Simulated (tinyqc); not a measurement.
Tolerances: periodic multilayer mirror for extreme ultraviolet light.

s polarisation, vacuum above. q_j = sqrt(N_j^2 - sin^2 theta); interface r_jk = (q_j - q_k)/(q_j + q_k) exp(-2 (2 pi/lam)^2 q_j q_k sg^2) (Nevot-Croce; sg = 0 if not given); phase factor of a layer x_j = exp(4 pi i q_j d_j/lam). Each period has the spacer (thickness (1 - Gm) L) on top of the absorber (Gm L). In this recursion R is the amplitude; R in tables and results is the reflectance, its squared modulus. The substrate is of the spacer material. Starting with R = 0 in it, each interface upward gives R -> (r + R x)/(1 + r R x), x that of the layer below the interface (1 for the substrate).

Parameters, chosen for this exercise (optical constants near those of Mo and Si at 13.5 nm; not measured data): lam = 13.5 nm (wavelength); dA = (0.0748, 0.00636) (delta and beta of the absorber, N = 1 - delta + i beta); dS = (0.0011, 0.00169) (delta and beta of the spacer and the substrate); L = 6.94 nm (period); Gm = 0.39 (absorber share of the period); theta = 6 degrees (angle from the normal); sg = 0.3 nm (interface roughness); Np = 20 (periods).

R of the mirror, and R^10 for a chain of ten such mirrors.

One parameter was then changed.

Results before and after:

| case | R | R^10 |
|---|---|---|
| base | 0.5791 | 0.00424 |
| changed | 0.5438 | 0.00226 |

Which of these changes was made? (a) theta = 8 degrees; (b) sg = 0.5 nm; (c) lam = 13.55 nm; (d) Gm = 0.43; (e) L = 6.98 nm; (f) dA = (0.0748, 0.00763).

Answer: (b) sg = 0.5 nm. Of the candidates, run in turn, only this one gives the changed row.

All candidates:

| case | R | R^10 |
|---|---|---|
| base | 0.5791 | 0.00424 |
| L = 6.98 nm | 0.5832 | 0.00455 |
| Gm = 0.43 | 0.5859 | 0.00476 |
| theta = 8 degrees | 0.5682 | 0.00351 |
| sg = 0.5 nm | 0.5438 | 0.00226 |
| dA = (0.0748, 0.00763) | 0.5613 | 0.00310 |
| lam = 13.55 nm | 0.5681 | 0.00350 |

Computed by tinyqc, a small Python program: `OMP_NUM_THREADS=1 python tinyqc.py 1650594 1650595 out.jsonl` (the numbers bound the seed that draws the inputs); one thread of a shared host (Intel(R) Xeon(R) Processor @ 2.30GHz), about 0.01 s for the whole set of steps.
